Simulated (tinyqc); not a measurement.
Self-heating of a transistor with one or more fingers, with temperature-dependent conductivity: one step, computed by the program tinyqc. Command: `OMP_NUM_THREADS=1 python tinyqc.py 3004505 3004506 out.jsonl selfheat walk`. One thread of a shared host (Intel(R) Xeon(R) Processor @ 2.30GHz), about 0.05 s of CPU time with the checks.

N long parallel fingers lie on the top face of a slab whose bottom is held at T_0; the top is otherwise insulated, and heat flows in two dimensions. P in W/mm is 1000 P in W/m.

Task: Extra rise from ballistic phonons. Near a source smaller than the free path, Fourier's law overstates the flow. Rough estimate: a strip that emits phonons into a half space adds a resistance times area of 4 Lambda/(3 kappa_0), from the ballistic flux C v Delta T/4 with kappa_0 = C v Lambda/3, so Delta T_b = 4 Lambda P/(3 kappa_0 w); Knudsen number Lambda/w.

Inputs (values chosen for the exercise, modelled on indium phosphide):

| quantity | value | unit |
|---|---|---|
| conductivity at the base temperature kappa_0 | 64.7 | W/(m K) |
| power per gate width P | 0.64 | W/mm |
| width of the heat source w | 0.16 | micrometre |
| phonon free path Lambda | 120 | nm |

Power: power rises with temperature.

largest theta = 34.56979 K

Give: Knudsen number; ballistic rise Delta T_b; Delta T_b / largest theta.

Result:

Knudsen number = 0.75

ballistic rise Delta T_b = 9.892 K

Delta T_b / largest theta = 0.2861

The ballistic term is a large share: this rough estimate calls for a transport calculation. Caution: the source is narrower than two phonon free paths, so the Fourier result understates the rise at the source.
